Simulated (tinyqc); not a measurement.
Inside a calculation. Method: extended Hueckel theory, for H4. One step of it, computed by the program tinyqc.

Task: Mulliken analysis. P = C n C^T; charge = valence electrons (H 1) minus the sum of (P S)_ii on the atom; overlap population = 2 sum P_ij S_ij between two atoms.

coefficients, order 1H 1s, 2H 1s, 3H 1s, 4H 1s:
```
[[0.309332, 0.591976, 0.718536, 1.148068],
 [0.309332, 0.591976, -0.718536, -1.148068],
 [0.309332, -0.591976, 0.718536, -1.148068],
 [0.309332, -0.591976, -0.718536, 1.148068]]
```

occupations: [2.000000, 2.000000, 0.000000, 0.000000]

overlap S, order 1H 1s, 2H 1s, 3H 1s, 4H 1s:
```
[[1.000000, 0.663054, 0.548465, 0.401191],
 [0.663054, 1.000000, 0.401191, 0.548465],
 [0.548465, 0.401191, 1.000000, 0.663054],
 [0.401191, 0.548465, 0.663054, 1.000000]]
```

Give: charges; Overlap populations.

Result:

charges: [0.000, 0.000, 0.000, 0.000]

Overlap populations:
```
pair      value
2-1    1.183210
3-1   -0.558884
3-2   -0.408813
4-1   -0.408813
4-2   -0.558884
4-3    1.183210
```
